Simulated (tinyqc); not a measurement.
# Small-signal admittance of a forward-biased p+-n diode, step by step

Numbers from tinyqc (`OMP_NUM_THREADS=1 python tinyqc.py 2890109 2890110 out.jsonl`; about 0.01 s on one thread of a shared Intel Xeon 2.30GHz). Printed values are rounded.

Holes injected into a neutral base of width wb with an ohmic contact at its end; low injection, p0 far above the equilibrium density. A small voltage v exp(i w t), w = 2 pi f, modulates the edge density by p0 v/Vt, and the small-signal density obeys Dp d2p/dx2 = (1/tau + i w) p.

Parameters, values chosen for the exercise; permittivity close to that of 4H silicon carbide:
- T = 275 K (temperature)
- eps_r = 9.7 (relative permittivity)
- Nd = 2.4e15 cm^-3 (donor density of the base)
- Dp = 2.5 cm^2/s (hole diffusion coefficient)
- tau = 1e-8 s (hole lifetime)
- wb = 0.46 um (width of the neutral base)
- p0 = 2.6e11 cm^-3 (excess hole density at the junction edge)
- Na = 9e18 cm^-3 (acceptor density of the p+ side)
- f = 1.2e8 Hz (signal frequency)

Constants: q = 1.602176634e-19 C, kB = 1.380649e-23 J/K, Vt = kB T/q, eps0 = 8.8541878128e-14 F/cm where lengths are in cm. Results are converted to the units shown.

## Closed-form admittance

L = sqrt(Dp tau); direct current J = (q Dp p0/L) coth(wb/L); k = sqrt(1 + i w tau)/L; diffusion admittance Y = (q Dp p0/Vt) k coth(k wb) = G + i w C_diff; junction capacitance C_j = sqrt(q eps0 eps_r Nd/(2 Vr)) in the depletion approximation, with the remaining barrier Vr = Vt ln(Na/p0), a rough value under forward bias; base-width modulation is left out.

L = 1.58114 um
J = 0.00232746 A/cm^2
k wb = 0.603489+0.528734i
Y = 0.0990556+0.0200452i S/cm^2
C_diff = 2.65858e-5 uF/cm^2
C_j = 0.0200346 uF/cm^2

G is 1.01 times its low-frequency value J/Vt, and C_diff is 0.00133 times C_j.

## The same by finite differences

8 equal intervals, h = wb/8; u = small-signal density over its edge value, u_0 = 1, u_8 = 0; u_(i-1) + b u_i + u_(i+1) = 0 with b = -2 - h^2 (1/tau + i w)/Dp; Y = (q Dp p0/(Vt h)) (-b/2 - u_1), which includes the half box at the edge.

b = -2.00132-0.00997i
u, node 1 to 7: 0.871048-0.021456i  0.743462-0.034254i  0.617201-0.039685i  0.492152-0.039013i  0.368143-0.033486i  0.244955-0.024332i  0.122333-0.012767i
Y on the mesh = 0.0990601+0.0202085i S/cm^2

Against the closed form the real part is within 0.01 % of it and the imaginary part 0.81 % above it; |k h| = 0.10.
